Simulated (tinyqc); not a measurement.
Inside a calculation. Model: square on-chip spiral inductor, lumped pi model.

Computed by the program tinyqc: `OMP_NUM_THREADS=1 python tinyqc.py 2302019 2302020 out.jsonl`, one thread of a shared Intel Xeon 2.30GHz, about 0.01 s for the whole run. Printed values are rounded.

Outer diameter do = di + 2 n wd + 2 (n - 1) sp, mean da = (do + di)/2, fill p = (do - di)/(do + di), length l = 4 n da. L = 2.34 mu0 n^2 da/(1 + 2.75 p), mu0 = 4 pi 1e-7 H/m. Rs = rho l/(wd delta (1 - exp(-th/delta))), delta = sqrt(rho/(pi f mu0)). Cs = n wd^2 eps0 eo/hu across the coil. At each end Cox = l wd eps0 eo/(2 ho) leads to the substrate branch Rsi = 2 rs he/(l wd) in parallel with Csi = l wd eps0 11.7/(2 he). With one end grounded Y = 1/(Rs + i w L) + i w Cs + 1/[1/(i w Cox) + 1/(1/Rsi + i w Csi)], w = 2 pi f; Q = -Im Y/Re Y. Eddy currents in neighbouring turns and in the substrate are left out.

Parameters, values chosen for the exercise; values of the order met in silicon radio-frequency processes:
```
symbol,value,unit,meaning
n,6.5,,number of turns
wd,10,um,line width
sp,2,um,space between turns
di,80,um,inner diameter
th,2,um,metal thickness
rho,3,uohm cm,metal resistivity
ho,9.9,um,oxide below the coil
hu,1,um,oxide between coil and underpass
eo,3,,relative permittivity of the oxide
rs,20,ohm cm,substrate resistivity
he,50,um,effective spreading depth in the substrate
f,1.6,GHz,frequency
```

Constants: eps0 = 8.8541878128e-12 F/m. Results are converted to the units shown.

## Geometry and model elements

do, l, L, delta, Rs, Cs, Cox, Rsi and Csi as defined.

do = 232 um
l = 4056 um
L = 8.28340 nH
delta = 2.17932 um
Rs = 9.29682 ohm
Cs = 17.2657 fF
Cox = 54.4130 fF
Rsi = 493.097 ohm
Csi = 42.0177 fF

Rs is 1.53 times the direct-current value in this empirical form, which overstates the skin effect of a flat slab when delta is near th and so stands in for some current crowding.

## Admittance, quality factor and apparent inductance

Series branch 1/(Rs + i w L), substrate branch, total Y, Q = -Im Y/Re Y, apparent inductance Im(1/Y)/w, metal-only value w L/Rs, share of the loss in the substrate Re(substrate branch)/Re Y.

series branch = 1.3242-11.8607i mS
substrate branch = 0.120105+0.489607i mS
Y = 1.4443-11.1976i mS
Q = 7.75317
apparent inductance = 8.73799 nH
w L/Rs = 8.95724
share of the loss in the substrate = 8.31603 %

Q is 86.6 % of the metal-only value.
